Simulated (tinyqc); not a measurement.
MOSFET in saturation, small-signal circuit and noise: one step of the calculation.

Bias by the inversion coefficient IC = I/Ispec (charge-based model with velocity saturation; weak inversion below 0.1, strong above 10). Common-source circuit: gm, gds, Cgs, Cgd and Cj at the inner nodes, Rg in series with the gate; quasi-static, no source or drain resistance, no gate-body capacitance, no substrate network, no induced gate noise, so fmax is an upper estimate.

Question. Current gain and unilateral power gain. |h21| = |Y21/Y11|; U = |Y21 - Y12|^2/(4 [Re Y11 Re Y22 - Re Y12 Re Y21]). Extrapolated at 20 dB a decade: f |h21| and f sqrt(U).

Values chosen for this exercise:
- f = 5 GHz (signal frequency)

Y with Rg (mS):
```
	1	2
1	0.07330552+3.09910072i	-0.02673686-1.13034093i
2	12.80515100-1.43386387i	0.92394415+2.57348248i
```

Wanted: |h21|; U; f |h21|; f sqrt(U).

Answer.

|h21| = 4.157
U = 100.4
f |h21| = 20.78 GHz
f sqrt(U) = 50.11 GHz

Numbers from tinyqc (`OMP_NUM_THREADS=1 python tinyqc.py 2150130 2150131 out.jsonl`; about 0.01 s on one thread of a shared Intel Xeon 2.30GHz).
